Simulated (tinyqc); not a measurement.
Active against total: solid solubility of a dopant against its melt (retrograde solidus), clustering and the electrically active fraction. Computed by tinyqc, a small Python program. Command: `OMP_NUM_THREADS=1 python tinyqc.py 3019133 3019134 out.jsonl retro walk`. One thread of a shared host (Intel(R) Xeon(R) Processor @ 2.30GHz), about 0.01 s of CPU time with the checks.

Inputs (values chosen for the exercise, for a model dopant):

| quantity | value | unit |
|---|---|---|
| atoms per cluster m | 2 | - |
| cluster scale N* at 1273 K | 3e+20 | 1/cm^3 |
| activation energy E_b of the cluster scale | 0.5 | eV |
| anneal temperature T_a | 1100 | K |
| prefactor of n_i | 3.99e+16 | 1/(cm^3 K^1.5) |
| energy E_i in n_i | 0.611 | eV |

Clustering: clusters that take up free electrons.

Constants: k_B = 8.617333262e-05 eV/K.

Method. A highly soluble donor (another dopant than that of the solidus) is limited by clustering. Donors N_a are active, and clusters hold m atoms each: N_t = N_a + m C, m C = N* (N_a/N*)^m (n/N*)^m, each atom taking one electron, n = N_a/2 + sqrt(N_a^2/4 + n_i^2), n_i = prefactor x T^1.5 exp(-E_i/(k_B T)), with N*(T) = N*(1273 K) exp[-(E_b/k_B)(1/T - 1/1273)].

Active density (1/cm^3):

| N_t (1/cm^3) | N_a at T_a | fraction | N_a at T_a + 150 K | N_a at T_a - 150 K |
|---|---|---|---|---|
| 1.00e+19 | 9.9965e+18 | 0.99965 | 9.9992e+18 | 9.9615e+18 |
| 3.00e+19 | 2.9748e+19 | 0.99160 | 2.9959e+19 | 2.7714e+19 |
| 1.00e+20 | 8.4078e+19 | 0.84078 | 9.5933e+19 | 5.7547e+19 |
| 2.00e+20 | 1.2421e+20 | 0.62107 | 1.6478e+20 | 7.5334e+19 |
| 5.00e+20 | 1.7831e+20 | 0.35662 | 2.6497e+20 | 1.0078e+20 |
| 1.00e+21 | 2.2234e+20 | 0.22234 | 3.4269e+20 | 1.2270e+20 |
| 2.00e+21 | 2.7149e+20 | 0.13574 | 4.2630e+20 | 1.4790e+20 |
| 5.00e+21 | 3.4774e+20 | 0.06955 | 5.5274e+20 | 1.8778e+20 |

What does the comparison show, and why?

The exponent d ln N_a/d ln N_t falls from 0.99 to 0.27, towards 1/(2m) = 0.250. At the highest dose a 150 K hotter anneal gives 1.59 times the active density, and a later step 150 K cooler would cut it to 0.54 if it ran to equilibrium: short hot anneals come last.

Extremes, crossings and ranges named in words are read from the listed rows.
